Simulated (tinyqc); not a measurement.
Four-point probe, van der Pauw, Hall and spreading-resistance readings of a semiconductor layer. Changing the side ratio a/b of the van der Pauw rectangle. Computed by tinyqc, a small Python program. Command: `OMP_NUM_THREADS=1 python tinyqc.py 3114175 3114176 out.jsonl probe sweep`. One thread of a shared host (Intel(R) Xeon(R) Processor @ 2.30GHz), about 0.01 s of CPU time with the checks.

The layer is uniform and ohmic; contacts are points unless a radius is given.

Inputs (values chosen for the exercise, modelled on p-type silicon): carrier density n = 2.6e+18 1/cm^3; drift mobility mu = 68 cm^2/(V s); layer thickness t = 2400 micrometre.

Backing of the layer: insulating.

Constants: e = 1.602176634e-19 C.

Method:
- rho = 1/(e n mu); R_s = rho/t.
- Thin rectangle with point contacts at the corners; for R_B current and voltage contacts lie along the two sides of length a, for R_A along those of length b: exp(-pi R_A/R_s) = (theta_4/theta_3)^4, exp(-pi R_B/R_s) = (theta_2/theta_3)^4 with q = exp(-pi a/b), theta_2 = 2 sum_(m>=0) q^((m + 1/2)^2), theta_3 = 1 + 2 sum_(m>=1) q^(m^2), theta_4 = 1 + 2 sum_(m>=1) (-1)^m q^(m^2).
- Solve exp(-pi z R_A) + exp(-pi z R_B) = 1 for z = 1/R_s by seven Newton steps from z = 2 ln 2/(pi (R_A + R_B)); f = R_s 2 ln 2/(pi (R_A + R_B)).

One run for each value:
```
side ratio a/b of the van der Pauw rectangle  ratio R_B/R_A  correction f  R_A (ohm)  R_B (ohm)
1.0                                              1.0000e+00        1.0000   0.032454    0.03245
1.3                                              5.3533e+00        0.8096   0.012619    0.06756
1.6                                              2.1964e+01        0.5750   0.004916    0.10797
1.9                                              7.8635e+01        0.4255   0.001915    0.15062
2.2                                              2.6015e+02        0.3330   0.000746    0.19416
2.5                                              8.1859e+02        0.2723   0.000291    0.23806
```

What does the table show, and why?

Over the rows, ratio R_B/R_A rises from 1.00 to 819 (exponent d ln y / d ln x 6.4 between the first rows and 9.0 between the last); correction f falls from 1.00 to 0.272 (exponent d ln y / d ln x -0.81 between the first rows and -1.6 between the last); R_A (ohm) falls from 0.0325 to 2.91e-4 (exponent d ln y / d ln x -3.6 between the first rows and -7.4 between the last). f departs from 1 slowly: a resistance ratio of 819 needs f = 0.27. Left out: 2.80, 3.10, 3.40 (the run failed its checks).
